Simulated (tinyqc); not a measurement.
Composition and strain of an epitaxial Si(1-x)Ge(x) layer from Raman and X-ray peaks. From Si-Si peak back to Ge fraction x. Computed by tinyqc, a small Python program. Command: `OMP_NUM_THREADS=1 python tinyqc.py 3015056 3015057 out.jsonl epiraman inv`. One thread of a shared host (Intel(R) Xeon(R) Processor @ 2.30GHz), about 0.01 s of CPU time with the checks.

A (001) layer, biaxially strained in the plane. The Raman peaks follow empirical lines omega = w0 + c1 x + c3 x^3 + b eps (c3 for Si-Ge alone), with eps the in-plane strain.

Inputs (values chosen for the exercise, modelled on silicon-germanium):
```
quantity                     value      unit
degree of relaxation R        0.62         -
lattice constant of Si       5.431  angstrom
lattice constant of Ge       5.658  angstrom
bowing B                     0.029  angstrom
2 C12/C11 of Si              0.771         -
2 C12/C11 of Ge              0.745         -
Si-Si: w0                    521.1      1/cm
Si-Si: c1                    -68.7      1/cm
Si-Si: strain coefficient b   -757      1/cm
Si-Ge: w0                    400.3      1/cm
Si-Ge: c1                     24.9      1/cm
Si-Ge: c3                    -35.5      1/cm
Si-Ge: strain coefficient b   -571      1/cm
Ge-Ge: w0                    280.3      1/cm
Ge-Ge: c1                     19.9      1/cm
Ge-Ge: strain coefficient b   -419      1/cm
```

Substrate: silicon.

Method:
- Relaxed lattice constant a(x) = a_Si + (a_Ge - a_Si) x - B x (1 - x).
- In-plane constant a_par = a_sub + R (a(x) - a_sub); eps = a_par/a(x) - 1; eps_perp = -(2 C12/C11) eps with 2 C12/C11 linear in x; a_perp = a(x) (1 + eps_perp).
- Insert x and eps in the three lines; the strain part is b eps.

Problem. A run gave the result below. Find the Ge fraction x, known to lie between 0.15 and 0.47.

Si-Si peak = 506.2715 1/cm

Solution.

Each step takes the trial c = (a f_b - b f_a)/(f_b - f_a), f being the result less the target and a, b, c the logarithms of the listed values; c replaces end b, the old b replaces a if the sign of f changed, and otherwise f_a is halved.

Scan of the range:
```
Ge fraction x  Si-Si peak (1/cm)
0.150                    512.394
0.181                    510.601
0.219                    508.406
0.266                    505.695
0.321                    502.529
0.389                    498.624
0.470                    493.985
```

False position (Illinois rule, in the logarithm of the input) inside the bracket:
```
step     end a     end b     trial  Si-Si peak (1/cm)
1     0.219000  0.266000  0.255228            506.316
2     0.266000  0.255228  0.255986            506.272
3     0.266000  0.255986  0.256014            506.271
4     0.255986  0.256014  0.256000            506.272
```

Si-Si peak falls at every point of a 13-point scan of the range (every second point is shown), so one value fits; it is bracketed by 0.219 and 0.266. Answer: Ge fraction x = 0.2560.
